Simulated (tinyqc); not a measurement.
Energy and delay of logic against supply voltage: one step of the calculation.

One expression serves below and above threshold: I(Vg) = Ik [ln(1 + exp((Vg - VT + dd V)/(al nf Vt)))]^al, with I_on = I(V) and I_off = I(0). Gate delay td = kd C V/I_on, clock period LD td. Per gate and cycle the switching energy is act C V^2 and the leakage energy I_off V LD td. No short-circuit current, no variation. Minima are sought above 0.09 V; below a few Vt gates no longer switch and the model has no meaning.

Task. New V. Minimum-energy supply: E(V) is the energy per gate and cycle; with h = 0.001 V, E' = (E(V + h) - E(V - h))/(2 h), E'' = (E(V - h) - 2 E(V) + E(V + h))/h^2, V(new) = V - E'/E''.

Parameters, values chosen for the exercise; values of the order met in logic technologies: temperature T = 300 K; threshold voltage at zero drain bias VT = 0.32 V; slope factor nf = 1.35; barrier lowering per volt of supply dd = 0.07; specific current of a gate Ik = 1.1 uA; exponent of the current law al = 1.63; load capacitance of a gate C = 0.3 fF; delay factor kd = 1.1; logic depth LD = 12; activity factor act = 0.2.

Constants: q = 1.602176634e-19 C, kB = 1.380649e-23 J/K, Vt = kB T/q. Results are converted to the units shown.

V at the start = 0.22 V

Wanted: E'; E''; V after iteration 1.

Result.

E' = 19.516 aJ/V
E'' = 236.71 aJ/V^2
V after iteration 1 = 0.13755 V

Computed by the program tinyqc: `OMP_NUM_THREADS=1 python tinyqc.py 2082025 2082026 out.jsonl`, one thread of a shared Intel Xeon 2.30GHz, about 0.01 s for the whole run.
